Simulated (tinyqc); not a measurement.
What moves the results: cylindrical quantum wire. A value that a table varies takes the place of the one given here.

A cylinder of radius R, isotropic masses, c = hbar^2/2m0, k = sqrt(mw E/c), kappa = sqrt(mb (V0 - E)/c). State (n, m) is J_m(k r) inside and K_m(kappa r) outside; psi and psi'/m are continuous: (k/mw) J_m'(kR)/J_m(kR) = (kappa/mb) K_m'(kappa R)/K_m(kappa R).

With hard walls E = c (x/R)^2/mw, x a zero of J_m: (1,0) 2.404826; (2,0) 5.520078; (1,1) 3.831706; (2,1) 7.015587; (1,2) 5.135622; (2,2) 8.417244; (1,3) 6.380162; (2,3) 9.761023.

Constants: hbar^2/2m0 = 3.80998211 eV angstrom^2.

Parameters, chosen for this exercise (near those of a GaAs wire in AlGaAs; not measured data): V0 = 0.275 eV (barrier height); mw = 0.0683 m0 (mass inside); mb = 0.0952 m0 (mass outside); Rs = (23, 34, 47, 67, 94, 134, 188) angstrom (radii); R = 67 angstrom (radius).

## Radius

The two lowest states against R; a dash marks an unbound state.

Levels (eV):

| R (angstrom) | (1,0) | (1,1) | (1,0), hard walls | flat well of width 2R |
|---|---|---|---|---|
| 23 | 0.1805 | - | 0.6098 | 0.0855 |
| 34 | 0.1179 | 0.2681 | 0.2791 | 0.0530 |
| 47 | 0.0767 | 0.1891 | 0.1460 | 0.0337 |
| 67 | 0.0452 | 0.1137 | 0.0719 | 0.0196 |
| 94 | 0.0260 | 0.0659 | 0.0365 | 0.0112 |
| 134 | 0.0141 | 0.0358 | 0.0180 | 0.0061 |
| 188 | 0.0077 | 0.0195 | 0.0091 | 0.0033 |

The lowest state is bound at every radius listed. (1,1) becomes bound between 23 and 34 angstrom. At the largest radius the level is 0.84 of the hard-wall value and 2.34 times that of the flat well (the hard-wall ratio is 2.34); the exponent d ln E/d ln R between the last two radii is -1.80.

## Shape and dimension

Lowest level with hard walls: film c (pi/2R)^2/mw, cylinder c (2.404826/R)^2/mw, sphere c (pi/R)^2/mw, square or cube of side a: 2 or 3 times c (pi/a)^2/mw; c = hbar^2/2m0. Finite barriers V0 with outer mass mb and psi, psi'/m continuous for film, cylinder and sphere (not separable for the square and the cube: dash).

Lowest level (eV):

| shape | hard walls | finite barrier |
|---|---|---|
| film, width 2R | 0.0307 | 0.0196 |
| cylinder, radius R | 0.0719 | 0.0452 |
| square wire of equal area | 0.0781 | - |
| sphere, radius R | 0.1226 | 0.0758 |
| cube of equal volume | 0.1416 | - |

With hard walls the levels of film, cylinder and sphere stand as 1 : 2.34 : 4.00; with the finite barrier as 1 : 2.31 : 3.87. The square lies 8.6 % above the circle of equal area and the cube 15.5 % above the sphere of equal volume: round shapes give the lowest level for a given size.

## What each parameter does

The lowest level (1,0) and its distance to V0. Each row changes one parameter from the base and keeps the others.

Results:

| case | E (eV) | V0 - E (eV) | k R |
|---|---|---|---|
| base | 0.0452 | 0.2298 | 1.9067 |
| R = 60 angstrom | 0.0536 | 0.2214 | 1.8596 |
| V0 = 0.33 eV | 0.0469 | 0.2831 | 1.9432 |
| mw = 0.0751 m0 | 0.0427 | 0.2323 | 1.9446 |
| mb = 0.119 m0 | 0.0430 | 0.2320 | 1.8603 |

The largest shifts from the base row, up to three for each result and ties (the steps differ in size, so this ranks the rows, not the parameters). E (eV): R +0.0084, mw -0.0024, mb -0.0022. V0 - E (eV): V0 +0.0533, R -0.0084, mw +0.0024. k R: R -0.0471, mb -0.0465, mw +0.0379.

Run: tinyqc, `OMP_NUM_THREADS=1 python tinyqc.py 1281619 1281620 out.jsonl`; Intel(R) Xeon(R) Processor @ 2.30GHz, one thread, shared host; about 0.03 s of CPU time with all checks.
